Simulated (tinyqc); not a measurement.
Dopant redistribution at a moving silicon-oxide interface during parabolic oxidation: one step, computed by the program tinyqc. Command: `OMP_NUM_THREADS=1 python tinyqc.py 3014788 3014789 out.jsonl segox walk`. One thread of a shared host (Intel(R) Xeon(R) Processor @ 2.30GHz), about 0.01 s of CPU time with the checks.

Uniformly doped silicon is oxidised with x_ox = sqrt(B t); the interface advances into the silicon by alpha x_ox, alpha = 0.44. The dopant does not move in the oxide, and at the interface C(silicon) = m C(oxide).

Problem. Profile below the interface. With the dopant diffusivity D and s = alpha x_ox/(2 sqrt(D t)), in the silicon C = C_B + (C_s - C_B) erfc(y/(2 sqrt(D t)))/erfc(s), y from the original surface. Dopant balance at the interface gives C_s/C_B = 1/[1 + (1/(m alpha) - 1) g], g = sqrt(pi) s exp(s^2) erfc(s). Depths z are counted from the present interface: y/(2 sqrt(D t)) = s + z/(2 sqrt(D t)); take z/(2 sqrt(D t)) = 0, 0.05, 0.1, 0.2, 0.3, 0.5, 0.75, 1, 1.5.

Inputs (values chosen for the exercise, modelled on boron in silicon under dry oxygen): temperature T = 1100 C.

diffusion length 2 sqrt(D t) = 0.8517818 um

ratio C_s/C_B = 0.2353198

s = 0.1658218

Give: Profile.

Solution.

Profile:
```
z/(2 sqrt(D t))  z (um)   C/C_B
0.00              0.000  0.2353
0.05              0.043  0.2864
0.10              0.085  0.3363
0.20              0.170  0.4322
0.30              0.256  0.5212
0.50              0.426  0.6748
0.75              0.639  0.8167
1.00              0.852  0.9069
1.50              1.278  0.9827
```

Caution: parabolic growth needs an oxide much thicker than the Deal-Grove length A, which fails for thin films and low temperatures; oxidation-enhanced or retarded diffusion is ignored.
